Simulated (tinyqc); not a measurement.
CCD on RHF in the sto-3g basis, for HeH+, spin multiplicity 1, step by step. Computed by tinyqc, a small Python program that keeps every step (integrals from PySCF). Settings: charge = 1, multiplicity = 1, basis = sto-3g, method = RHF, energy threshold = 1e-10, iteration cap = 55, orthogonalisation = symmetric, start = core, DIIS depth = 6, amplitude equations = CCD, DIIS depth for amplitudes = 0, cap on updates = 68. Command: `OMP_NUM_THREADS=1 python tinyqc.py 26196 26197 out.jsonl` (the two numbers bound the seeds that draw the settings). One thread of a shared host (Intel(R) Xeon(R) Processor @ 2.60GHz), about 0.1 s of CPU time with the checks.

Geometry (angstrom):
```
atom,x,y,z
He,0.000000,0.000000,0.000000
H,0.000000,0.000000,0.812000
```

E_corr = 1/4 sum <ij||ab> t_ij^ab; stop when the norm of the change is below 1e-8.

Course of the amplitude iterations:
```
update,correlation energy (hartree),norm of the change
0,-0.00710287,-
1,-0.00861611,2.14e-02
2,-0.00893386,4.50e-03
3,-0.00900037,9.42e-04
4,-0.00901428,1.97e-04
5,-0.00901719,4.12e-05
6,-0.00901780,8.62e-06
7,-0.00901793,1.80e-06
8,-0.00901796,3.77e-07
9,-0.00901796,7.88e-08
10,-0.00901796,1.65e-08
11,-0.00901796,3.45e-09
```

Can the last value be used, and what does the course show?

Yes. Converged in 11 updates.
